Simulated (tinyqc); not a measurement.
Exciton in a hard-walled quantum well (variational), step by step. Values are carried at full precision from step to step, so a last printed digit may differ when a step is redone from the rounded ones.

Constants: Ry = 13.60569312 eV; a0 (Bohr radius) = 0.5291772105 angstrom; hbar^2/2m0 = 3.80998211 eV angstrom^2; e^2/(4 pi eps0) = 14.39964547 eV angstrom.

Inputs chosen for the exercise (near those of Ge at its direct gap; shifted at random, so the results belong to these values and not to a real crystal): me = 0.037 m0 (electron mass); mh = 0.117 m0 (hole mass); eps = 15.7 (dielectric constant); Eg = 0.904 eV (gap); L = 251 angstrom (well width); lams = (124, 173, 211, 248, 297, 372, 495) angstrom (trial lengths).

## Exciton units

1/mu = 1/me + 1/mh, Ry* = Ry mu/eps^2, a* = a0 eps/mu.

mu = 0.02811 m0
Ry* = 1.552 meV
a* = 295.55 angstrom

## Hydrogen-like series

Binding Ry*/n^2 in three dimensions and Ry*/(n - 1/2)^2 in two; strengths relative to n = 1 go as 1/n^3 and (1/2)^3/(n - 1/2)^3. Lines at Eg less the binding.

Series:
```
n  3D binding (meV)  3D line (eV)  3D strength  2D binding (meV)  2D line (eV)  2D strength
1              1.55        0.9024       1.0000              6.21        0.8978       1.0000
2              0.39        0.9036       0.1250              0.69        0.9033       0.0370
3              0.17        0.9038       0.0370              0.25        0.9038       0.0080
4              0.10        0.9039       0.0156              0.13        0.9039       0.0029
```

## The form factor

Electron and hole in the lowest states cos(pi z/L) of a hard-walled well; relative motion in the plane exp(-rho/lam). E(lam) = c/(mu lam^2) - (q/eps) <1/r>, <1/r> = integral over k from 0 to infinity of F(kL) (1 + (k lam/2)^2)^(-3/2), F(x) = [3x + 8 pi^2/x - 32 pi^4 (1 - exp(-x))/(x^2 (x^2 + 4 pi^2))]/(x^2 + 4 pi^2); c = hbar^2/2m0, q = e^2/(4 pi eps0). E is counted from the subband edge.

F at k = 0.5/a*, 1/a*, 2/a*, 4/a* and 8/a*.

Form factor:
```
k a*     k L       F
0.5   0.4246  0.9178
1.0   0.8493  0.8457
2.0   1.6985  0.7257
4.0   3.3970  0.5550
8.0   6.7941  0.3645
```

## Scan over the trial length

Evaluate the integral numerically for each lam.

Scan:
```
lam (angstrom)  <1/r> (1/angstrom)  kinetic (meV)  Coulomb (meV)  E (meV)
124                        0.01019          8.815         -9.348   -0.534
173                        0.00804          4.529         -7.375   -2.847
211                        0.00693          3.044         -6.353   -3.308
248                        0.00611          2.204         -5.603   -3.400
297                        0.00529          1.537         -4.851   -3.315
372                        0.00439          0.979         -4.029   -3.050
495                        0.00344          0.553         -3.158   -2.605
```

## The minimum

Minimise E over lam.

lam = 247.7 angstrom
binding energy = 3.40 meV
in Ry* = 2.191
lam/a* = 0.838

The strict two-dimensional limit is 4 Ry* with lam = a*/2; L/a* = 0.85 here.

## Checks

- Binding of a very thin well (L = a*/5000) against 4 Ry*, meV: both 6.2.
- F(3) from a double integral on a grid against the closed form: both 0.5885.

Run: tinyqc, `OMP_NUM_THREADS=1 python tinyqc.py 1282402 1282403 out.jsonl`; Intel(R) Xeon(R) Processor @ 2.30GHz, one thread, shared host; about 0.04 s of CPU time with all checks.
